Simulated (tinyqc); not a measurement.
Worked calculation: donor in an ellipsoidal valley (Kohn-Luttinger variational method). Computed by tinyqc, a small Python program that keeps every step. Command: `OMP_NUM_THREADS=1 python tinyqc.py 3014821 3014822 out.jsonl kohnlutt walk`. One thread of a shared host (Intel(R) Xeon(R) Processor @ 2.30GHz), about 0.03 s of CPU time with the checks. Intermediate numbers are printed to about 7 digits and carried at full precision; extremes and crossings named in words are read from the listed rows.

H = -(d^2/dx^2 + d^2/dy^2) - gamma d^2/dz^2 - 2/r in units built on m_t, with gamma = m_t/m_l and z along the valley axis. One valley; no valley-orbit or central-cell term.

Inputs (values chosen for the exercise, modelled on germanium):
```
quantity                       value  unit
transverse mass m_t           0.0813   m_0
longitudinal mass m_l           1.61   m_0
dielectric constant eps         15.8     -
trial ratio b/a                 0.46     -
observed depth chosen for 1s    9.77   meV
```

Constants: Ry = 13.605693123 eV; a_0 = 0.529177210903 angstrom; h x 1 THz = 4.135667696 meV.

## Effective units

Ry* = Ry m_t/eps^2, a* = a_0 eps/m_t, gamma = m_t/m_l.

Ry* = 4.430952 meV

a* = 102.8413 angstrom

gamma = 0.05049689

## Energy at a trial ratio

Trial function exp(-sqrt((x^2 + y^2)/a^2 + z^2/b^2)) with beta = b/a < 1: E = t/a^2 - u/a, t = (2 + gamma/beta^2)/3, u = 2 arcsin(sqrt(1 - beta^2))/sqrt(1 - beta^2); the best a is 2 t/u and E(beta) = -u^2/(4 t).

t = 0.7462144

u = 2.461489

best a = 0.6063115 a*

E(beta) = -2.029888 Ry*

## Minimum over the ratio

Golden-section search on beta from 0.05 to 0.999, 60 steps.

Search, first ten steps; c and d are the inner points:
```
step        low       high          c  E(c) (Ry*)          d  E(d) (Ry*)
1     0.0500000  0.9990000  0.4124857   -2.065739  0.6365143   -1.841660
2     0.0500000  0.6365143  0.2740285   -2.029796  0.4124857   -2.065739
3     0.2740285  0.6365143  0.4124857   -2.065739  0.4980570   -1.994010
4     0.2740285  0.4980570  0.3595998   -2.085786  0.4124857   -2.065739
5     0.2740285  0.4124857  0.3269145   -2.081351  0.3595998   -2.085786
6     0.3269145  0.4124857  0.3595998   -2.085786  0.3798004   -2.081380
7     0.3269145  0.3798004  0.3471151   -2.085978  0.3595998   -2.085786
8     0.3269145  0.3595998  0.3393991   -2.084983  0.3471151   -2.085978
9     0.3393991  0.3595998  0.3471151   -2.085978  0.3518838   -2.086156
10    0.3471151  0.3595998  0.3518838   -2.086156  0.3548311   -2.086108
```

best beta = 0.3521602

radius a of the 1s trial function = 63.78047 angstrom

radius b of the 1s trial function = 22.46094 angstrom

1s binding energy, trial function = 9.243659 meV

The envelope is flattened along the heavy axis; beta is close to gamma^(1/3) = 0.370.

## Levels from a Gaussian basis

Gaussian basis: g = P exp(-al (x^2 + y^2) - be z^2) with P = 1 (s-like), z (2p0) or x (2p+-); al = 0.004 x 2.6^k, k = 0..11, and be/al = 1, gamma^(-1/2) or 1/gamma (36 functions); 1/r = (2/sqrt(pi)) int exp(-t^2 r^2) dt by 48 Gauss-Legendre points after t = sqrt(al_i + al_j) tan(theta); overlap eigenvalues below 1e-10 are dropped.

1s binding energy, Gaussian basis = 9.294831 meV

2p0 binding energy = 4.522164 meV

2p+- binding energy = 1.631182 meV

The two-parameter trial function recovers 99.45 % of the 1s binding of the larger basis. 2p0, with its lobes along the heavy axis, is bound 2.77 times as strongly as 2p+-.

## Optical lines and the chemical shift

With an observed depth of 1s, the lines are 1s -> 2p0 = depth - E(2p0) and 1s -> 2p+- = depth - E(2p+-); the chemical shift is depth - E(1s, Gaussian basis); 1 meV = 1 THz/4.135667696.

line 1s -> 2p0 = 5.247836 meV

line 1s -> 2p+- = 8.138818 meV

chemical shift = 0.4751686 meV

frequency of the line 1s -> 2p+- = 1.967957 THz

The spacing of the two lines, 2.891 meV, does not depend on the depth, so it is the same for every donor in this host.

## Which single mass stands for the valley

A hydrogenic level is Ry m/eps^2 for one mass m; errors are against the Gaussian basis.

1s binding energy:
```
rule                                      mass (m_0)  binding (meV)  error (%)
transverse mass                             0.081300        4.43095   -52.3289
conductivity mass 3/(2/m_t + 1/m_l)         0.118947        6.48275   -30.2543
density-of-states mass (m_t^2 m_l)^(1/3)    0.219956       11.98787    28.9735
longitudinal mass                           1.610000       87.74702   844.0410
trial function with a and b                        -        9.24366    -0.5505
mass that fits 1s                           0.170543        9.29483     0.0000
```

The conductivity mass, which is what a spherical trial function (a = b) gives, falls short by 30.3 %, as a restricted variational bound must; the density-of-states mass is off by +29.0 %. The mass that fits lies between the two.

## Levels against anisotropy

The trial energy is minimised over beta by golden section from 0.05 to 0.999, 60 steps.

Binding energies (Ry*):
```
gamma  1s, trial  1s, Gaussians       2p0       2p+-
0.013   2.528880       2.557060  1.524689  0.3980778
0.025   2.325304       2.344960  1.277952  0.3853640
0.050   2.089645       2.101293  1.024087  0.3684033
0.076   1.939444       1.947265  0.879877  0.3562662
0.140   1.713475       1.717270  0.687379  0.3358822
0.370   1.350791       1.351450  0.434860  0.2969550
0.740   1.102418       1.102438  0.298327  0.2648323
```

As gamma falls from 0.74 to 0.013, 1s deepens from 1.102 to 2.557 Ry*, on the way from the hydrogen value 1 to the two-dimensional limit 4; 2p+- moves from 0.265 to 0.398 (limits 1/4 and 4/9), while 2p0 climbs from 0.298 to 1.525 and joins 1s as gamma tends to 0.

Checks made by the program: the Gaussian basis at gamma = 1 against 1, 1/4 and 1/4 Ry* (relative difference 3e-05); trial function against Gaussian basis (relative difference 6e-03).
